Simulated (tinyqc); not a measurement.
Stillinger-Weber potential for a tetrahedral semiconductor. From internal strain zeta back to three-body strength lambda. Computed by tinyqc, a small Python program. Command: `OMP_NUM_THREADS=1 python tinyqc.py 3003855 3003856 out.jsonl swsi inv`. One thread of a shared host (Intel(R) Xeon(R) Processor @ 2.30GHz), about 0.1 s of CPU time with the checks.

With x = r/sigma: pair term eps A (B x^-4 - 1) exp(1/(x - a)); for each pair of neighbours j, k of atom i, three-body term eps lambda exp(gamma/(x_ij - a) + gamma/(x_ik - a)) (cos theta_jik + 1/3)^2; both vanish beyond x = a. A = 7.049556277, B = 0.6022245584, a = 1.8.

Inputs (values chosen for the exercise, modelled on silicon): energy scale eps = 2.119 eV; length scale sigma = 2.111 angstrom; gamma = 1.2.

Constants: 1 eV/angstrom^3 = 160.2176634 GPa.

Method. All angles are tetrahedral, so only the pair term acts; its minimum lies at x = 2^(1/6) with depth eps, and second neighbours lie beyond the cut-off. a0 = 4 d/sqrt3; E = -2 eps per atom. Second derivatives of the energy per atom, volume a0^3/8: e_xx gives C11, e_xx = -e_yy gives 2 (C11 - C12), e_xy = e_yx = h/2 gives the unrelaxed C44(0). Under that shear the second sublattice shifts by u_z; minimising over u_z gives C44 = C44(0) - E_hu^2/(E_uu V) and Kleinman's zeta = |E_hu/E_uu|/(a0/4). The optical force constant is k = 4 E_uu, with M omega^2 = k at the zone centre.

Question. A run gave the result below. Find the three-body strength lambda, known to lie between 14 and 34.

internal strain zeta = 0.6353702

Answer.

Each step takes the trial c = (a f_b - b f_a)/(f_b - f_a), f being the result less the target and a, b, c the logarithms of the listed values; c replaces end b, the old b replaces a if the sign of f changed, and otherwise f_a is halved.

Scan of the range:
```
three-body strength lambda  internal strain zeta
14.0                                    0.730404
16.2                                    0.696608
18.8                                    0.658985
21.8                                    0.618411
25.3                                    0.574525
29.3                                    0.528405
34.0                                    0.479030
```

False position (Illinois rule, in the logarithm of the input) inside the bracket:
```
step    end a    end b    trial  internal strain zeta
1     18.8000  21.8000  20.4919              0.635749
2     21.8000  20.4919  20.5196              0.635376
3     21.8000  20.5196  20.5204              0.635365
4     20.5196  20.5204  20.5200              0.635370
```

Internal strain zeta falls at every point of a 13-point scan of the range (every second point is shown), so one value fits; it is bracketed by 18.8 and 21.8. Answer: three-body strength lambda = 20.52.
